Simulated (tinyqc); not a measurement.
## Electron mobility in a silicon inversion layer, empirical terms and Matthiessen rule: effect of the temperature

Inversion layer of sheet density Ns on a uniformly doped body. The mobility terms are empirical power laws with prefactors chosen for the exercise; adding their inverses (Matthiessen) is itself an approximation.

Nc and Nv are given at 250 K and scale as (T/250 K)^1.5; Eg is fixed. ni = sqrt(Nc Nv) exp(-Eg/(2 Vt)), Eg in volts; Ndep = sqrt(2 eps0 eps_r Nb (2 Vt ln(Nb/ni) + Vsb)/q); E = q (Ndep + eta Ns)/(eps0 eps_r), in MV/cm. With t = T/(300 K): muC = Ac (Ns/1e12 cm^-2) t/(Nb/1e17 cm^-3 + Nit/1e11 cm^-2), muP = Ap E^(-1/3) t^(-1.75), muS = As E^(-gs); 1/mu is the sum of the inverses.

Parameters, values chosen for the exercise; material values close to those of silicon:
```
symbol    value        unit                                                         meaning
Eg          1.1          eV                                                        band gap
eps_r      11.8                                  relative permittivity of the semiconductor
Nc      2.11e19       cm^-3  conduction-band density of states at the reference temperature
Nv      1.99e19       cm^-3     valence-band density of states at the reference temperature
Nb       6.9e17       cm^-3                                                     body doping
Vsb           0           V                                               reverse body bias
eta         0.5                       weight of the inversion charge in the effective field
Ap          425  cm^2/(V s)                    phonon-limited mobility at 1 MV/cm and 300 K
As         1250  cm^2/(V s)                           roughness-limited mobility at 1 MV/cm
gs            2                                              exponent of the roughness term
Ac         4000  cm^2/(V s)                                               Coulomb prefactor
Nit      1.5e10       cm^-2                                         charge at the interface
Ns       9.6e12       cm^-2                                               inversion density
```

Constants: q = 1.602176634e-19 C, kB = 1.380649e-23 J/K, Vt = kB T/q, eps0 = 8.8541878128e-14 F/cm where lengths are in cm. Results are converted to the units shown.

Effect of the temperature:
```
T (K)  E (MV/cm)  muC (cm^2/(V s))  muP (cm^2/(V s))  muS (cm^2/(V s))  mu (cm^2/(V s))
120       1.2080            2178.7            1983.5            856.53           469.34
160       1.2018            2905.0            1201.0            865.46           428.75
200       1.1949            3631.2            814.28            875.53           377.98
250       1.1854            4539.0            552.51            889.62           317.03
300       1.1750            5446.8            402.75            905.33           265.18
350       1.1639            6354.6            308.50            922.71           223.08
400       1.1520            7262.4            245.05            941.84           189.39
450       1.1394            8170.2            200.14            962.88           162.41
```

What does the comparison show?

As T goes from 120 to 450 K, E falls from 1.21 to 1.14 MV/cm and mu falls from 469 to 162 cm^2/(V s). The smallest term is the roughness one in the first row and the phonon one in the last. For T = 120 to 160 K dopant freeze-out and degenerate screening, left out here, matter.

Computed by the program tinyqc: `OMP_NUM_THREADS=1 python tinyqc.py 2510095 2510096 out.jsonl`, one thread of a shared Intel Xeon 2.30GHz, about 0.01 s for the whole run.
